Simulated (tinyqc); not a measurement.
Inside a calculation. Model: energy and delay of logic against supply voltage.

Numbers from tinyqc (`OMP_NUM_THREADS=1 python tinyqc.py 2082143 2082144 out.jsonl`; about 0.01 s on one thread of a shared Intel Xeon 2.30GHz). Printed values are rounded.

One expression serves below and above threshold: I(Vg) = Ik [ln(1 + exp((Vg - VT + dd V)/(al nf Vt)))]^al, with I_on = I(V) and I_off = I(0). Gate delay td = kd C V/I_on, clock period LD td. Per gate and cycle the switching energy is act C V^2 and the leakage energy I_off V LD td. No short-circuit current, no variation. Minima are sought above 0.09 V; below a few Vt gates no longer switch and the model has no meaning.

Values chosen for this exercise; values of the order met in logic technologies:
```
symbol  value  unit                               meaning
T         378     K                           temperature
VT        0.4     V  threshold voltage at zero drain bias
nf       1.07                                slope factor
dd       0.05         barrier lowering per volt of supply
Ik       0.44    uA            specific current of a gate
al       1.62                 exponent of the current law
C         1.1    fF            load capacitance of a gate
kd        0.8                                delay factor
LD         60                                 logic depth
act      0.05                             activity factor
V        1.05     V                        supply voltage
```

Constants: q = 1.602176634e-19 C, kB = 1.380649e-23 J/K, Vt = kB T/q. Results are converted to the units shown.

## Currents, delay and energies

I_on, I_off, td, clock frequency 1/(LD td), both energies and their sum.

I_on = 26.1314 uA
I_off = 0.0205437 nA
td = 35.3597 ps
clock frequency = 0.471346 GHz
switching energy = 60.6375 aJ
leakage energy = 0.0457644 aJ
energy = 60.6833 aJ

I_on/I_off = 1.27e6; leakage makes up 0.0754 % of the energy.

## Starting value

V = 0.32 V.

V at the start = 0.32 V

## Iteration 1: new V

Minimum-energy supply: E(V) is the energy per gate and cycle; with h = 0.001 V, E' = (E(V + h) - E(V - h))/(2 h), E'' = (E(V - h) - 2 E(V) + E(V + h))/h^2, V(new) = V - E'/E''.

E' = 22.1604 aJ/V
E'' = 378.665 aJ/V^2
V after iteration 1 = 0.261477 V

## Iteration 2: new V

As before.

E' = -13.5590 aJ/V
E'' = 929.197 aJ/V^2
V after iteration 2 = 0.276070 V

## Iteration 3: new V

As before.

E' = -1.42756 aJ/V
E'' = 740.222 aJ/V^2
V after iteration 3 = 0.277998 V

## Course of the iteration

Stop when the step is below 1e-9 V, or after 40 iterations.

Course of the iteration:
```
iteration	V before the step (V)	step (V)
1	0.32	-0.0585
2	0.261477	0.0146
3	0.276070	1.93e-3
4	0.277998	2.97e-5
5	0.278028	6.30e-9
6	0.278028	-1.30e-13
```

Converged in 6 iterations. There leakage makes up 26.9 % of the energy and the clock runs at 1.21 MHz.
